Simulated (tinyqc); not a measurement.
From one set of inputs to another, one input at a time: Cabrera-Mott growth of a thin oxide under its own electric field. Computed by tinyqc, a small Python program. Command: `OMP_NUM_THREADS=1 python tinyqc.py 3000579 3000580 out.jsonl cabrera ladder`. One thread of a shared host (Intel(R) Xeon(R) Processor @ 2.30GHz), about 0.04 s of CPU time with the checks.

Electrons cross the film freely and set a fixed potential V across it; the field V/x lowers the barrier for ions entering the oxide.

The inputs printed are set A. Inputs not listed in the table keep their values of set A, so the rows need not describe a real material.

Inputs (values chosen for the exercise, for a model metal):
```
quantity                     value        unit
barrier W                     1.75          eV
Mott potential V               1.5           V
ion charge number z              3           -
half jump distance b           1.5    angstrom
prefactor u0 = N Omega nu  9.8e+13  angstrom/s
temperature T                  450           K
starting thickness x0          5.3    angstrom
time t                       44000           s
```

Backward hops: ignored.

Constants: k_B = 8.617333262e-05 eV/K.

Method:
- u = u0 exp(-W/(k_B T)), X1 = z b V/(k_B T) with V in volts and k_B T in eV; dx/dt = u exp(X1/x).
- t(x) = int_(x0)^x dx / (dx/dt) by Gauss-Legendre quadrature (80 points on each side of (x0 + 2 x)/3), solved for x.
- Growth counts as stopped when u exp(X1/x) falls to 1e-5 angstrom/s: x_L = X1/ln(1e-5/u), defined while u is below that rate; the critical temperature is T_c = W/(k_B ln(u0/1e-5)).

Each row keeps all changes above it:
```
input moved                                from       to  thickness x (angstrom)  field at time t (MV/cm)  critical temperature T_c (K)
set A                                         -        -                  41.695                    3.598                        464.40
temperature T (K)                           450      200                   6.932                   21.639                        464.40
Mott potential V (V)                        1.5      1.8                   8.293                   21.706                        464.40
barrier W (eV)                             1.75     1.16                  19.494                    9.234                        307.83
time t (s)                                44000    80000                  19.952                    9.022                        307.83
prefactor u0 = N Omega nu (angstrom/s)  9.8e+13  2.4e+13                  18.906                    9.521                        318.07
half jump distance b (angstrom)             1.5      1.6                  20.118                    8.947                        318.07
```

Which inputs carry the difference?

Thickness x goes from 41.7 to 20.1, a factor 0.483 in all. The largest single move comes from temperature T (a factor 0.166), and barrier W works against it (a factor 2.35). Field at time t goes from 3.60 to 8.95, a factor 2.49 in all. The largest single move comes from temperature T (a factor 6.01), and barrier W works against it (a factor 0.425). Critical temperature T_c goes from 464 to 318, a factor 0.685 in all. The largest single move comes from barrier W (a factor 0.663). The single moves hold for this order of the switches; the total does not depend on the order.

Caution (all rows): the starting field or rate is formal: the first layers form as fast as oxygen arrives. Caution (rows barrier W, time t, prefactor u0 = N Omega nu, half jump distance b): at x0 the field term exceeds the barrier W, so the first layers form faster than any hopping formula describes; the later thickness hardly depends on x0.

Extremes, crossings and ranges named in words are read from the listed rows.
